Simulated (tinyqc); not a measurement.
Ion implantation: universal nuclear stopping, Lindhard-Scharff electronic stopping and a Gaussian range profile. From one set of inputs to another, one input at a time. Computed by tinyqc, a small Python program. Command: `OMP_NUM_THREADS=1 python tinyqc.py 3016499 3016500 out.jsonl implant ladder`. One thread of a shared host (Intel(R) Xeon(R) Processor @ 2.30GHz), about 0.2 s of CPU time with the checks.

An ion slows by elastic collisions with screened nuclei and by friction with electrons; channelling is ignored and the target is uniform.

The inputs printed are set A. Set A is modelled on antimony ions in silicon; the values taken over come from a set modelled on phosphorus ions in aluminium. Inputs not listed in the table keep their values of set A, so the rows need not describe a real material.

Inputs (values chosen for the exercise, modelled on antimony ions in silicon):
```
quantity                                 value    unit
ion atomic number Z1                        51       -
ion mass M1                                121       u
target atomic number Z2                     14       -
target mass M2                           28.09       u
target density N                         49.94  1/nm^3
ion energy E                               120     keV
scale factor of electronic stopping k      1.2       -
dose Q                                 4.3e+13  1/cm^2
background C_B                         6.4e+15  1/cm^3
```

Method:
- Reduced energy eps = 32.53 M2 E/(Z1 Z2 (M1 + M2)(Z1^0.23 + Z2^0.23)), E in keV; s_n = ln(1 + 1.1383 eps)/(2 (eps + 0.01321 eps^0.21226 + 0.19593 eps^0.5)) for eps up to 30 and ln(eps)/(2 eps) above; S_n = 8.462 Z1 Z2 M1 s_n/((M1 + M2)(Z1^0.23 + Z2^0.23)) in 1e-15 eV cm^2.
- S_e = k 3.83 Z1^(7/6) Z2/(Z1^(2/3) + Z2^(2/3))^(3/2) sqrt(E/M1) in 1e-15 eV cm^2, E in keV.
- Path length R = int_0^E dE'/(N (S_n + S_e)); energy lost to nuclei nu = int_0^E S_n/(S_n + S_e) dE' (both with E' = E y^3 and 64 Gauss-Legendre points in y).
- Estimates of Lindhard type: R_p = R/(1 + M2/(3 M1)), straggle dR_p = (2/3) R_p sqrt(M1 M2)/(M1 + M2).
- C(x) = C_p exp(-(x - R_p)^2/(2 dR_p^2)) with C_p = Q/(sqrt(2 pi) dR_p), 1 nm = 1e-7 cm; the profile falls to the background at x_j = R_p + dR_p sqrt(2 ln(C_p/C_B)); the peak atomic fraction is C_p/N.

Each row keeps all changes above it:
```
input moved                                                                                                                    from                   to  projected range R_p (nm)  straggle dR_p (nm)  peak concentration C_p (1/cm^3)
set A                                                                                                                             -                    -                     64.02              16.689                       1.0279e+19
ion mass M1 (u) and ion atomic number Z1                                                                                    121, 51               31, 15                    153.76              51.192                       3.3510e+18
target mass M2 (u) and target atomic number Z2 and target density N (1/nm^3) and displacement energy E_d (eV)  28.09, 14, 49.94, 15  26.98, 13, 60.2, 25                    135.16              44.946                       3.8167e+18
scale factor of electronic stopping k                                                                                           1.2                  1.1                    139.49              46.386                       3.6982e+18
dose Q (1/cm^2)                                                                                                             4.3e+13              2.1e+14                    139.49              46.386                       1.8061e+19
ion energy E (keV)                                                                                                              120                  3.8                      9.13               3.036                       2.7595e+20
```

Which inputs carry the difference?

Projected range R_p goes from 64.0 to 9.13, a factor 0.143 in all. The largest single move comes from ion energy E (a factor 0.0655), and ion mass M1 with ion atomic number Z1 works against it (a factor 2.40). Straggle dR_p goes from 16.7 to 3.04, a factor 0.182 in all. The largest single move comes from ion energy E (a factor 0.0655), and ion mass M1 with ion atomic number Z1 works against it (a factor 3.07). Peak concentration C_p goes from 1.03e19 to 2.76e20, a factor 26.8 in all. The largest single move comes from ion energy E (a factor 15.3), and ion mass M1 with ion atomic number Z1 works against it (a factor 0.326). The single moves hold for this order of the switches; the total does not depend on the order.

Extremes, crossings and ranges named in words are read from the listed rows.
